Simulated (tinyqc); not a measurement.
Sputter depth profiling of a dopant layer: erosion rate, quantification and the mixing-roughness response: one step, computed by the program tinyqc. Command: `OMP_NUM_THREADS=1 python tinyqc.py 3020562 3020563 out.jsonl sims walk`. One thread of a shared host (Intel(R) Xeon(R) Processor @ 2.30GHz), about 0.07 s of CPU time with the checks.

A rastered ion beam erodes silicon (49.94 atoms per nm^3). The measured profile is the true one convolved with a depth response.

Task: Erosion and sensitivity. Scaling chosen for the exercise: yield Y = Y1 E^0.5, mixing length w = w1 E^0.5 (E in keV). Erosion rate = Y I/(e x raster^2 x density); depth step = rate x counting time; concentration = RSF x counts/matrix counts; detection limit = RSF x 3 sqrt(background x time)/(matrix rate x time).

Inputs (values chosen for the exercise, modelled on a dopant in silicon under an oxygen or caesium beam):

| quantity | value | unit |
|---|---|---|
| beam energy E | 0.25 | keV |
| beam current | 26 | nA |
| raster side | 300 | um |
| sputter yield at 1 keV | 1.2 | - |
| mixing length at 1 keV | 2.2 | nm |
| relative sensitivity factor RSF | 4.2e+21 | 1/cm^3 |
| matrix count rate | 1.3e+06 | 1/s |
| background count rate | 0.98 | 1/s |
| counting time per point | 0.5 | s |

True profile: box.

Constants: e = 1.602176634e-19 C.

Give: yield Y; mixing length w; erosion rate; depth step; detection limit.

Result:

yield Y = 0.6

mixing length w = 1.1 nm

erosion rate = 0.02166 nm/s

depth step = 0.01083 nm

detection limit = 1.357e+16 1/cm^3

Caution: with so few background counts Poisson statistics, not 3 sqrt(N), set the true limit.
